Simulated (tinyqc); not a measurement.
# Worked calculation: electron mobility in a silicon inversion layer, empirical terms and Matthiessen rule

tinyqc, about 0.01 s, one thread, Intel Xeon 2.30GHz (shared host): `OMP_NUM_THREADS=1 python tinyqc.py 2510067 2510068 out.jsonl` Printed values are rounded.

Inversion layer of sheet density Ns on a uniformly doped body. The mobility terms are empirical power laws with prefactors chosen for the exercise; adding their inverses (Matthiessen) is itself an approximation.

Values chosen for this exercise; material values close to those of silicon:

| symbol | value | unit | meaning |
|---|---|---|---|
| T | 400 | K | temperature |
| Eg | 1.1 | eV | band gap |
| eps_r | 11.6 |  | relative permittivity of the semiconductor |
| Nc | 4.25e19 | cm^-3 | conduction-band density of states at T |
| Nv | 4.08e19 | cm^-3 | valence-band density of states at T |
| Nb | 3.7e17 | cm^-3 | body doping |
| Vsb | 0.3 | V | reverse body bias |
| eta | 0.5 |  | weight of the inversion charge in the effective field |
| Cox | 1.06 | uF/cm^2 | gate capacitance |
| Ap | 411 | cm^2/(V s) | phonon-limited mobility at 1 MV/cm and 300 K |
| As | 949 | cm^2/(V s) | roughness-limited mobility at 1 MV/cm |
| gs | 2 |  | exponent of the roughness term |
| Ac | 3700 | cm^2/(V s) | Coulomb prefactor |
| Nit | 6.6e11 | cm^-2 | charge at the interface |
| Ns | 5.9e11 | cm^-2 | inversion density |
| WL | 1 |  | ratio W/L |
| Vd | 0.01 | V | drain voltage |
| I | 0.142 | uA | measured linear current |

Constants: q = 1.602176634e-19 C, kB = 1.380649e-23 J/K, Vt = kB T/q, eps0 = 8.8541878128e-14 F/cm where lengths are in cm. Results are converted to the units shown.

## Depletion charge and effective field

ni = sqrt(Nc Nv) exp(-Eg/(2 Vt)), Eg in volts; Ndep = sqrt(2 eps0 eps_r Nb (2 Vt ln(Nb/ni) + Vsb)/q); E = q (Ndep + eta Ns)/(eps0 eps_r), in MV/cm.

ni = 4.895866e12 cm^-3
Ndep = 2.257578e12 cm^-2
E = 0.3981830 MV/cm

The depletion charge gives 88.4 % of the field.

## Mobility terms and their sum

With t = T/(300 K): muC = Ac (Ns/1e12 cm^-2) t/(Nb/1e17 cm^-3 + Nit/1e11 cm^-2), muP = Ap E^(-1/3) t^(-1.75), muS = As E^(-gs); 1/mu is the sum of the inverses.

terms (cm^2/(V s)): Coulomb 282.5890, phonon 337.6796, roughness 5985.506
mu = 149.9888 cm^2/(V s)
shares of 1/mu (%): Coulomb 53.07665, phonon 44.41748, roughness 2.505866

The Coulomb term limits most.

## Iteration 1: inversion density for the measured current

Ns at the start = 4.1e11 cm^-2

I = (W/L) q Ns mu Vd. E = q (Ndep + eta Ns)/(eps0 eps_r) in MV/cm. With t = T/(300 K): muC = Ac (Ns/1e12 cm^-2) t/(Nb/1e17 cm^-3 + Nit/1e11 cm^-2), muP = Ap E^(-1/3) t^(-1.75), muS = As E^(-gs); 1/mu is the sum of the inverses. Ns(new) = I/((W/L) q mu Vd).

E = 0.3841437 MV/cm
mu = 122.3399 cm^2/(V s)
Ns after iteration 1 = 7.244525e11 cm^-2

## Iteration 2: inversion density for the measured current

As before.

E = 0.4086698 MV/cm
mu = 165.4233 cm^2/(V s)
Ns after iteration 2 = 5.357737e11 cm^-2

## Course of the iteration: inversion density for the measured current

Stop when Ns changes by less than 1e5 cm^-2, or after 120 iterations.

Course of the iteration:
```
iteration	Ns (cm^-2)	|change| (cm^-2)
1	7.244525e11	3.14e11
2	5.357737e11	1.89e11
3	6.214048e11	8.56e10
4	5.757764e11	4.56e10
5	5.983285e11	2.26e10
6	5.867324e11	1.16e10
7	5.925788e11	5.85e9
8	5.896014e11	2.98e9
9	5.911100e11	1.51e9
...	...	...
16	5.905971e11	1.31e7
17	5.906037e11	6.65e6
18	5.906003e11	3.37e6
19	5.906021e11	1.71e6
20	5.906012e11	8.69e5
21	5.906016e11	4.41e5
22	5.906014e11	2.24e5
23	5.906015e11	1.14e5
24	5.906015e11	5.77e4
```

Converged in 24 iterations. At the end each change is about 0.51 times the one before, with alternating sign: linear convergence.

## Split C-V extraction

```
point	Vg (V)	Cgc (uF/cm^2)	I (uA)
0	0.1	7.501309e-4	3.275912e-8
1	0.2	0.007191503	3.021658e-6
2	0.3	0.06552342	2.593268e-4
3	0.4	0.4118907	0.01310992
4	0.5	0.9113338	0.1357906
5	0.6	1.042371	0.3809400
6	0.7	1.058145	0.6489875
7	0.8	1.059807	0.9068729
8	0.9	1.059980	1.148164
9	1	1.059998	1.372077
10	1.1	1.060000	1.579233
11	1.2	1.060000	1.770632
12	1.3	1.060000	1.947343
```

Q(Vg) is the trapezoid sum of Cgc from the first point (where Q is taken as 0); mu_eff = I/((W/L) Q Vd); mu_FE = (dI/dVg)/((W/L) Cox Vd) with a backward difference. Listed from point 4 on.

```
point	Q (uC/cm^2)	mu_eff (cm^2/(V s))	mu_FE (cm^2/(V s))
4	0.09406476	144.3586	115.7365
5	0.1917500	198.6649	231.2730
6	0.2967758	218.6794	252.8751
7	0.4026734	225.2130	243.2881
8	0.5086628	225.7220	227.6330
9	0.6146617	223.2247	211.2386
10	0.7206615	219.1365	195.4300
11	0.8266615	214.1907	180.5653
12	0.9326615	208.7942	166.7086
```

At the last point mu_FE is 20 % below mu_eff: where the mobility falls with gate voltage the slope of I understates it.
